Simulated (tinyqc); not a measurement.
Inside a calculation. Method: power iteration on a symmetric matrix. Computed by tinyqc, a small Python program that keeps every step. Settings: method = power, shift = -0.34. Command: `OMP_NUM_THREADS=1 python tinyqc.py 20498 20499 out.jsonl` (the two numbers bound the seeds that draw the settings). One thread of a shared host (Intel(R) Xeon(R) Processor @ 2.60GHz), about 0.01 s of CPU time with the checks.

## Step 1

A, lower triangle:
```
           1         2         3         4
1   0.425000
2  -0.175000  1.644000
3   0.061000  0.005000  1.801000
4  -0.362000  0.120000  0.303000  2.070000
```

vector v at the start: 0.500000  0.500000  0.500000  0.500000

shift = -0.340000

w = (A - shift) v; v' = w/|w| with its largest component positive (the first on a tie); lambda = v'^T A v'.

vector after step 1: 0.071737  0.480065  0.623041  0.613361

Rayleigh quotient after step 1 = 2.125722

## Step 2

As before.

vector after step 2: -0.084963  0.405201  0.608454  0.677035

Rayleigh quotient after step 2 = 2.253927

## Step 3

As before.

vector after step 3: -0.131964  0.346558  0.577428  0.727365

Rayleigh quotient after step 3 = 2.293722

## Course of the iteration

Stop when the residual |A v - lambda v| is below 1e-9.

Steps:
```
step      lambda  residual
1     2.12572230  4.64e-01
2     2.25392666  2.49e-01
3     2.29372241  1.72e-01
4     2.31301922  1.24e-01
5     2.32300399  8.93e-02
6     2.32814114  6.39e-02
7     2.33076285  4.56e-02
8     2.33209449  3.25e-02
9     2.33276920  2.31e-02
10    2.33311065  1.64e-02
11    2.33328333  1.17e-02
12    2.33337065  8.31e-03
13    2.33341480  5.91e-03
14    2.33343712  4.20e-03
15    2.33344841  2.99e-03
16    2.33345412  2.12e-03
17    2.33345700  1.51e-03
18    2.33345846  1.07e-03
19    2.33345920  7.64e-04
20    2.33345958  5.44e-04
21    2.33345977  3.87e-04
22    2.33345986  2.76e-04
23    2.33345991  1.96e-04
24    2.33345994  1.40e-04
25    2.33345995  9.96e-05
26    2.33345996  7.10e-05
27    2.33345996  5.06e-05
28    2.33345996  3.61e-05
29    2.33345996  2.58e-05
30    2.33345996  1.84e-05
```

all eigenvalues, for comparison: 0.322418  1.560229  1.723893  2.333460

Not converged in 30 steps: the residual falls only by the ratio of the two largest distances of eigenvalues from the shift, 0.77 a step.
